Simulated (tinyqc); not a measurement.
# Thermoelectric coefficients of a parabolic band, Landauer integrals: effects of single changes

Bulk parabolic band, x = (E - Ec)/kB T, C = hbar^2/(2 m0), kB T in eV. Modes per area gv m kB T x/(4 pi C) times the back-scattering length l0 x^rr give the transport function s0 X(x), s0 = (2 q^2/h) gv m kB T l0/(4 pi C), X = x^(1 + rr). I_k = int X (x - eta)^k w dx, w = 1/(4 cosh^2((x - eta)/2)).

Parameters, values chosen for the exercise:
- T = 400 K (temperature)
- m = 0.44 m0 (mass of one valley)
- gv = 4 (valleys)
- l0 = 3.5 nm (back-scattering length at x = 1)
- rr = 0 (energy exponent of that length)
- kL = 1.5 W/(m K) (lattice thermal conductivity)
- eta = 3.2 (reduced Fermi level (EF - Ec)/kB T)

Constants: q = 1.602176634e-19 C, kB = 1.380649e-23 J/K, hbar = 1.054571817e-34 J s, h = 6.62607015e-34 J s, m0 = 9.1093837015e-31 kg, Vt = kB T/q, hbar^2/(2 m0) = 0.0380998212 eV nm^2. Results are converted to the units shown.

Each table varies one quantity; the others keep the values above.

## Best figure of merit against the lattice conductivity

sigma = s0 I_0, S = -(kB/q) I_1/I_0, Lorenz number L = (kB/q)^2 [I_2/I_0 - (I_1/I_0)^2], kappa_e = L sigma T. Power factor S^2 sigma, ZT = S^2 sigma T/(kappa_e + kL). The integrals are converged. For each row eta is chosen to maximise ZT; B = (kB/q)^2 s0 T/kL.

Best figure of merit against the lattice conductivity:
```
kL (W/(m K))         B  best eta  best ZT  S there (uV/K)
0.12            0.8506    -1.001    1.715          -272.6
0.27            0.3780    -0.534   0.9822          -239.3
0.59            0.1730    -0.146   0.5373          -213.6
1.3            0.07851     0.166   0.2750          -194.5
2.8            0.03645     0.382   0.1370          -182.2
6.1            0.01673     0.519  0.06539          -174.7
13            0.007851     0.593  0.03129          -170.8
29            0.003520     0.633  0.01417          -168.7
```

What does the table show?

As B falls from 0.851 to 0.00352, the best ZT falls from 1.71 to 0.0142, as B^(0.69) between the first two rows and B^(0.99) between the last two; the best eta moves from -1.00 to 0.63, towards the optimum of the power factor, since kappa_e matters less when kL is large.

## Effect of the scattering exponent

Same model as above.

Results:
```
rr    sigma (S/cm)  S (uV/K)  kappa_e (W/(m K))  power factor (mW/(m K^2))       ZT  L (1e-8 V^2/K^2)
-0.5         586.0    -51.07             0.4554                     0.1529  0.03127             1.943
0.5           2222    -110.5              1.888                      2.715   0.3205             2.124
1             4621    -138.1              4.209                      8.816   0.6178             2.277
1.5           9962    -165.5              9.818                      27.29   0.9644             2.464
2          2.220e4    -193.1              23.82                      82.79    1.308             2.683
2.5        5.101e4    -221.3              59.84                      249.9    1.630             2.933
```

Estimate the missing row, rr = 0.

Computed row:
```
rr  sigma (S/cm)  S (uV/K)  kappa_e (W/(m K))  power factor (mW/(m K^2))      ZT  L (1e-8 V^2/K^2)
0           1113    -81.95             0.8947                     0.7477  0.1249             2.009
```

With this row back in the table: |S| rises from 51.1 to 221 uV/K, on average 56.8 uV/K for each unit of rr (kB/q = 86.2 uV/K in the non-degenerate limit), since a length that grows with energy favours hot carriers. The Lorenz number rises from 1.94 to 2.93 (1e-8 V^2/K^2). l0 is held fixed, so sigma changes too.

Range of the model: Parabolic bands, elastic scattering and a fixed kL make these model figures, not those of a material.

tinyqc, about 0.1 s, one thread, Intel Xeon 2.30GHz (shared host): `OMP_NUM_THREADS=1 python tinyqc.py 2800102 2800103 out.jsonl`
